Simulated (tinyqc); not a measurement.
Doping the contact: Schottky barrier with interface states (Cowley-Sze model), image lowering and contact resistance. Computed by tinyqc, a small Python program. Command: `OMP_NUM_THREADS=1 python tinyqc.py 3014415 3014416 out.jsonl pinning walk`. One thread of a shared host (Intel(R) Xeon(R) Processor @ 2.30GHz), about 0.01 s of CPU time with the checks.

An n-type semiconductor under a metal. The barrier lies between the Schottky-Mott limit phi_M - chi and the Bardeen limit E_g - E_n, E_n being the neutrality level of the interface states; the space-charge term of the full Cowley-Sze expression is left out.

Inputs (values chosen for the exercise, with gap, mass and screening modelled on CdS):

| quantity | value | unit |
|---|---|---|
| gap E_g | 2.52 | eV |
| electron affinity chi | 4.18 | eV |
| metal work function phi_M | 4.98 | eV |
| neutrality level E_n above the valence band | 1.45 | eV |
| interface-state density D | 4.9e+12 | cm^-2 eV^-1 |
| dipole layer thickness delta | 0.51 | nm |
| dipole layer constant eps_i | 1 | - |
| dielectric constant eps_s | 8.51 | - |
| electron mass m_e | 0.199 | m_0 |
| valleys M_c | 1 | - |
| temperature T | 200 | K |

Pinning factor from: interface states.

Constants: e = 1.602176634e-19 C; eps_0 = 8.8541878128e-12 F/m; k_B = 8.617333262e-05 eV/K; hbar = 1.054571817e-34 J s; m_0 = 9.1093837015e-31 kg; k_B = 1.380649e-23 J/K; h = 6.62607015e-34 J s.

Method:
- S = 1/(1 + e^2 D delta/(eps_i eps_0)); for D per eV, e^2 D is the number e x D in SI units, with 1 cm^-2 = 1e4 m^-2.
- phi_B = S (phi_M - chi) + (1 - S)(E_g - E_n); the hole barrier is E_g - phi_B.
- A* = 4 pi e m_e M_c k_B^2/h^3 (a simple valley count); J_s = A* T^2 exp(-phi/k_B T).
- E_00 = (e hbar/2) sqrt(N/(m_e eps_s eps_0)), E_0 = E_00 coth(E_00/k_B T); scaling form of the contact resistivity rho_c = (k_B/(e A* T)) exp(phi_B/E_0), which is the thermionic result when E_00 << k_B T and keeps only the leading exponential of tunnelling when E_00 >> k_B T; image lowering is left out of it.
- Regimes: thermionic below E_00/k_B T = 0.5, field emission above 5.

barrier phi_B = 0.884075 eV

Against doping:

| N (cm^-3) | 1e10/sqrt(N) | E_00/k_B T | rho_c (ohm cm^2) | regime |
|---|---|---|---|---|
| 1.00e+16 | 1.0000e+02 | 8.2781e-02 | 3.0384e+14 | thermionic emission |
| 1.00e+17 | 3.1623e+01 | 2.6178e-01 | 1.0916e+14 | thermionic emission |
| 1.00e+18 | 1.0000e+01 | 8.2781e-01 | 3.4408e+10 | thermionic-field emission |
| 3.00e+18 | 5.7735e+00 | 1.4338e+00 | 1.3241e+06 | thermionic-field emission |
| 1.00e+19 | 3.1623e+00 | 2.6178e+00 | 4.7392e+00 | thermionic-field emission |
| 3.00e+19 | 1.8257e+00 | 4.5341e+00 | 1.4719e-03 | thermionic-field emission |
| 1.00e+20 | 1.0000e+00 | 8.2781e+00 | 8.8477e-06 | field emission |
| 3.00e+20 | 5.7735e-01 | 1.4338e+01 | 6.4479e-07 | field emission |
| 1.00e+21 | 3.1623e-01 | 2.6178e+01 | 1.2785e-07 | field emission |

What follows from these numbers?

Even over the thermionic rows rho_c falls by a factor 2.8, since the barrier is many E_0 high, and then it falls faster, by 21.4 decades in all; in field emission ln rho_c is linear in 1/sqrt(N). It stays above 1e-7 ohm cm^2 at every listed doping.
